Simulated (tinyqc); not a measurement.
Reverse leakage of an n+-p junction: diffusion, generation, trap-assisted and band-to-band tunnelling: leakage components against the reverse bias.

One-sided abrupt junction in the depletion approximation, x from the junction (0) to W on the p side, field F = F0 (1 - x/W). Flat quasi-Fermi levels, long p side. Traps generate through SRH with both lifetimes shortened by 1 + Gamma (Hurkx enhancement, form for moderate fields); band-to-band generation is local and needs a total bending above Eg.

ni = sqrt(Nc Nv) exp(-Eg/(2 Vt)), Eg in volts; Vbi = Vt ln(Na Nd/ni^2); W = sqrt(2 eps0 eps_r (Vbi + VR)/(q Na)); F0 = 2 (Vbi + VR)/W; FG = sqrt(24 mt m0 (kB T)^3)/(q hbar); J_diff = q ni^2 sqrt(Dn/tau)(1 - exp(-VR/Vt))/Na. u = (Vbi + VR)(1 - x/W)^2, p = Na exp(-u/Vt), n = Nd exp((u - Vbi - VR)/Vt); G0 = ni^2 (1 - exp(-VR/Vt))/(tau (n + p + 2 ni cosh(Et/Vt))); Gamma = 2 sqrt(3 pi)(F/FG) exp((F/FG)^2); trap-assisted part G0 Gamma; G_bb = Ab F^2.5 exp(-Bb/F) with F in V/cm, zero unless Vbi + VR > Eg. Currents are q times the integrals over 0 to W; J_bb under 1e-8 of J is printed as 0; rows with F0/FG above 2.2, beyond the range of this Gamma, are left out.

Inputs (values chosen for the exercise); band and dielectric values close to those of silicon: temperature T = 358 K; band gap Eg = 1.11 eV; relative permittivity eps_r = 11.5; conduction-band density of states at T Nc = 3.72e19 cm^-3; valence-band density of states at T Nv = 3.51e19 cm^-3; acceptor density of the lighter side Na = 1.8e17 cm^-3; donor density of the heavier side Nd = 1e20 cm^-3; SRH lifetime of both carriers at zero field tau = 6e-9 s; trap level above the intrinsic level Et = 0 eV; tunnelling mass mt = 0.25 m0; electron diffusion coefficient on the lighter side Dn = 4.8 cm^2/s; band-to-band prefactor Ab = 4.4e14 cm^-0.5 V^-2.5 s^-1; band-to-band field constant Bb = 1.81e7 V/cm.

Constants: q = 1.602176634e-19 C, kB = 1.380649e-23 J/K, hbar = 1.054571817e-34 J s, m0 = 9.1093837015e-31 kg, Vt = kB T/q, eps0 = 8.8541878128e-14 F/cm where lengths are in cm. Results are converted to the units shown.

Result of one run:
```
F0 (kV/cm)  F0/FG  J_diff (A/cm^2)  J_SRH (A/cm^2)  J_TAT (A/cm^2)  J_bb (A/cm^2)  J (A/cm^2)              largest part
620          1.29          7.78e-9         1.18e-4         0.00135        2.86e-9     0.00147  trap-assisted tunnelling
```

Which reverse bias VR gave this result: 0.2, 3.4, 5 or 5.8 V?

VR = 5.8 V.

The whole series:
```
VR (V)  F0 (kV/cm)  F0/FG  J_diff (A/cm^2)  J_SRH (A/cm^2)  J_TAT (A/cm^2)  J_bb (A/cm^2)  J (A/cm^2)              largest part
0.2            258  0.537          7.76e-9         1.09e-5         2.59e-5              0     3.69e-5  trap-assisted tunnelling
1              335  0.696          7.78e-9         3.63e-5         1.23e-4              0     1.60e-4  trap-assisted tunnelling
1.8            397  0.825          7.78e-9         5.49e-5         2.42e-4              0     2.97e-4  trap-assisted tunnelling
2.6            450  0.936          7.78e-9         7.04e-5         3.86e-4              0     4.56e-4  trap-assisted tunnelling
3.4            498   1.04          7.78e-9         8.39e-5         5.61e-4              0     6.45e-4  trap-assisted tunnelling
4.2            542   1.13          7.78e-9         9.61e-5         7.74e-4       2.35e-11     8.70e-4  trap-assisted tunnelling
5              582   1.21          7.78e-9         1.07e-4         0.00103       3.27e-10     0.00114  trap-assisted tunnelling
5.8            620   1.29          7.78e-9         1.18e-4         0.00135        2.86e-9     0.00147  trap-assisted tunnelling
6.6            655   1.36          7.78e-9         1.27e-4         0.00173        1.78e-8     0.00186  trap-assisted tunnelling
```

J rises from 3.69e-5 to 0.00186 A/cm^2. Trap-assisted tunnelling leads at VR = 0.2 and in all other rows. The ratio J_TAT/J_SRH goes from 2.37 to 13.6 as F0/FG goes from 0.537 to 1.36.

Range of the model: The n+ side is degenerate, so Vbi from Boltzmann statistics is only a guide.

Program tinyqc, `OMP_NUM_THREADS=1 python tinyqc.py 2290056 2290057 out.jsonl`; Intel Xeon 2.30GHz, shared host, one thread, about 0.01 s.
